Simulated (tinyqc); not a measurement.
What each parameter of the potential does: deformation potentials from a strained empirical pseudopotential.

Diamond lattice, no spin-orbit coupling. Atomic form factor V(q) = a1 (q^2 - a2)/(a3 exp(a4 q^2) - 1) in rydberg with q in 1/bohr, for the unstrained cell. Under a strain e the reciprocal vectors and k go over into (1 + e)^(-1) G, the atoms sit at +/- tau with tau = (1 + e) a (1,1,1)/8 - zeta a (eyz, ezx, exy)/4, and H(G,G') = c |k + G|^2 delta + (V(q)/det(1 + e)) cos(q.tau), q = G - G', with the term q = 0 left out; c = hbar^2/2m0. The basis is fixed before straining: all G with |k + G|^2 up to 16 (2 pi/a)^2. k is given in units of 2 pi/a of the unstrained cell.

Constants: hbar^2/2m0 = 3.80998211 eV angstrom^2; Ry = 13.60569312 eV; a0 (Bohr radius) = 0.5291772105 angstrom.

Values chosen for the exercise (near those of Si; not measured data):

| symbol | value | unit | meaning |
|---|---|---|---|
| a | 5.431 | angstrom | lattice constant |
| a1 | 0.542 |  |  |
| a2 | 2.207 |  |  |
| a3 | 2.06 |  |  |
| a4 | 0.489 |  |  |
| kD | 0.82 | 2 pi/a | position of the Delta minimum |

Gaps from the valence top to level 8 at Gamma and level 5 at (kD,0,0) and L, and their deformation potentials [E(+h) - E(-h)]/(3 ln((1 + h)/(1 - h))) for e = +/- h 1, h = 0.002. The row for the lattice constant keeps V(q) without the volume factor, so it is not a strain.

One parameter was then changed.

Results before and after:

| case | Gamma (eV) | Delta (eV) | L (eV) | potential Gamma (eV) | potential Delta (eV) | potential L (eV) |
|---|---|---|---|---|---|---|
| base | 4.029 | 1.212 | 2.031 | -8.89 | 2.62 | -1.94 |
| changed | 3.982 | 1.117 | 1.966 | -8.79 | 2.61 | -1.94 |

Which of these changes was made? (a) a3 = 2.081; (b) a1 = 0.547; (c) a = 5.485 angstrom; (d) a2 = 2.229; (e) a4 = 0.484.

Answer: (a) a3 = 2.081. Of the candidates, run in turn, only this one gives the changed row.

All candidates:

| case | Gamma (eV) | Delta (eV) | L (eV) | potential Gamma (eV) | potential Delta (eV) | potential L (eV) |
|---|---|---|---|---|---|---|
| base | 4.029 | 1.212 | 2.031 | -8.89 | 2.62 | -1.94 |
| a = 5.485 angstrom | 3.892 | 1.504 | 2.132 | -9.18 | 2.30 | -2.14 |
| a1 = 0.547 | 4.070 | 1.279 | 2.081 | -8.96 | 2.61 | -1.96 |
| a2 = 2.229 | 3.910 | 1.287 | 2.028 | -8.96 | 2.56 | -1.98 |
| a3 = 2.081 | 3.982 | 1.117 | 1.966 | -8.79 | 2.61 | -1.94 |
| a4 = 0.484 | 4.124 | 1.300 | 2.109 | -9.06 | 2.54 | -2.02 |

Program tinyqc; command `OMP_NUM_THREADS=1 python tinyqc.py 1881015 1881016 out.jsonl`; about 0.2 s on one thread of a shared Intel(R) Xeon(R) Processor @ 2.30GHz.
